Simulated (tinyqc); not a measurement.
Lateral field, substrate current, probability of reaching the oxide barrier and hot-carrier lifetime of a silicon transistor (pseudo-two-dimensional and lucky-electron models): one step, computed by the program tinyqc.

Local-field models: a lucky carrier gains its energy at the peak field over a path free of collisions. Voltages are magnitudes.

Task: Hot-carrier currents and lifetime. C_ox = 3.9 eps_0/t; F_sat = 2 v_s/mu; V_Dsat = V_ov F_sat L/(V_ov + F_sat L), V_ov = V_G - V_T; I_D/W = C_ox v_s (V_ov - V_Dsat). Scale length l = 0.22 t^(1/3) x_j^(1/2) (all in cm); F_m = sqrt(((V_D - V_Dsat)/l_e)^2 + F_sat^2), with l_e = l; length of the velocity-saturated region l_e ln((V_D - V_Dsat)/(l_e F_sat) + F_m/F_sat). Substrate current I_sub/I_D = (A_i/B_i)(V_D - V_Dsat) exp(-B_i/F_m); probability of reaching the oxide barrier exp(-phi_b/(e lambda F_m)); lifetime tau = (H/(I_D/W)) exp(phi_it/(e lambda F_m)).

Inputs (values chosen for the exercise, modelled on a silicon n-channel):
```
quantity                             value                      unit
channel length L                       840                        nm
oxide thickness t                       21                        nm
junction depth x_j                     240                        nm
mobility mu                            380                cm^2/(V s)
saturation velocity v_s               0.85                  1e7 cm/s
threshold voltage V_T                  0.5                         V
gate voltage V_G                       2.3                         V
drain voltage V_D                      6.2                         V
ionisation prefactor A_i           2.1e+06                      1/cm
ionisation field B_i                  1.74                     MV/cm
hot-carrier mean free path lambda      8.5                        nm
oxide barrier phi_b                    3.1                        eV
interface-trap threshold phi_it        3.6                        eV
lifetime constant H                    200  s microampere/micrometre
```

Drain: abrupt.

Constants: eps_0 = 8.8541878128e-12 F/m.

Give: I_sub/I_D; substrate current I_sub/W; probability of reaching phi_b; lifetime tau; exponent m = phi_it/(e lambda B_i).

Result:

I_sub/I_D = 0.05035

substrate current I_sub/W = 4.102 microampere/micrometre

probability of reaching phi_b = 4.428e-05

lifetime tau = 2.792e+05 s

exponent m = phi_it/(e lambda B_i) = 2.434

Since both exponentials depend on 1/F_m, tau I_D scales about as (I_sub/I_D)^(-m) with m = 2.43, which lets I_sub serve as the monitor. The lifetime is 8.85e-4 times ten years (3.156e8 s).
